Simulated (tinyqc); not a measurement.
# Resistance of a source-drain extension with a graded tip: effect of the gate overdrive

y runs along the channel, the gate covers y > 0. The doping is N0 for y < y0 and N0 10^(-(y - y0)/la) beyond, uniform over the depth xj. Sheet conductance s(y) = q mu(N) max(N - Nch, 0) xj + (for y > 0) ma Cox Vo, with mu(N) = u0 + (u1 - u0)/(1 + (N/Nr)^au) and Cox = eps0 eox/tox. Current is taken as one-dimensional; depletion of the tip, spreading and the contact are left out. The metallurgical junction lies at yj, where N = Nch.

R_spacer = integral of dy/s from -Ls to 0, R_ov from 0 to yj, R_channel = (Lg - 2 yj)/(ma Cox Vo), R_total = 2 R_spacer + 2 R_ov + R_channel. Electrical length L_eff = ma Cox dR_total/d(1/Vo); R_series = R_total - L_eff/(ma Cox Vo).

Inputs (values chosen for the exercise); mobility law close to that of electrons in silicon:
```
symbol,value,unit,meaning
eox,3.9,,relative permittivity of the gate insulator (close to silicon dioxide)
tox,1.2,nm,insulator thickness
N0,5.7e19,cm^-3,active doping of the extension far from the gate
la,4.4,nm/decade,lateral abruptness
y0,2.6,nm,position under the gate where the fall begins (gate edge at 0)
xj,8,nm,depth of the extension
Nch,2.5e18,cm^-3,channel doping
Ls,7,nm,spacer length
ma,120,cm^2/(V s),mobility of the gate-induced layer
u1,1414,cm^2/(V s),mobility at low doping
u0,68.5,cm^2/(V s),mobility at high doping
Nr,9.2e16,cm^-3,reference doping
au,0.711,,exponent
Lg,90,nm,gate length
```

Constants: q = 1.602176634e-19 C, eps0 = 8.8541878128e-14 F/cm where lengths are in cm. Results are converted to the units shown.

The same in every row: yj (nm) = 8.575; R_spacer (ohm um) = 12.18.

Effect of the gate overdrive:
```
Vo (V)	R_ov (ohm um)	R_channel (ohm um)	R_total (ohm um)	L_eff (nm)	R_series (ohm um)
0.15	44.79	1406	1520	75.04	71.73
0.3	31.52	703.2	790.6	76.40	53.14
0.45	25.06	468.8	543.3	77.43	44.98
0.6	21.06	351.6	418.1	78.28	40.28
0.75	18.27	281.3	342.2	78.99	37.20
0.9	16.20	234.4	291.2	79.61	35.02
1.05	14.59	200.9	254.5	80.15	33.40
1.2	13.29	175.8	226.7	80.63	32.15
```

Read the table: what changes, and by how much?

As Vo goes from 0.15 to 1.2, R_total falls from 1520 to 227 ohm um, L_eff rises from 75.0 to 80.6 nm and R_series falls from 71.7 to 32.2 ohm um. Both extracted quantities depend on the overdrive at which they are taken.

Program tinyqc, `OMP_NUM_THREADS=1 python tinyqc.py 2282046 2282047 out.jsonl`; Intel Xeon 2.30GHz, shared host, one thread, about 0.05 s.
